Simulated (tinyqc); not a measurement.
Worked calculation: lattice vibrations of a chain. One step of it, computed by the program tinyqc.

Problem. Frequencies. omega^2 are the eigenvalues; wavenumber = 521.4708 sqrt(eigenvalue) 1/cm.

D(q) (eV/(angstrom^2 u)):
```
[[0.841860, -0.406183+0.139984i],
 [-0.406183-0.139984i, 0.832184]]
```

Give: eigenvalues; wavenumbers; weights |e|^2 of the mass-weighted modes.

Solution.

eigenvalues: [0.4074, 1.2667]

wavenumbers (1/cm): [332.8, 586.9]

weights |e|^2 of the mass-weighted modes, order atom 1, atom 2:
```
[[0.4944, 0.5056],
 [0.5056, 0.4944]]
```
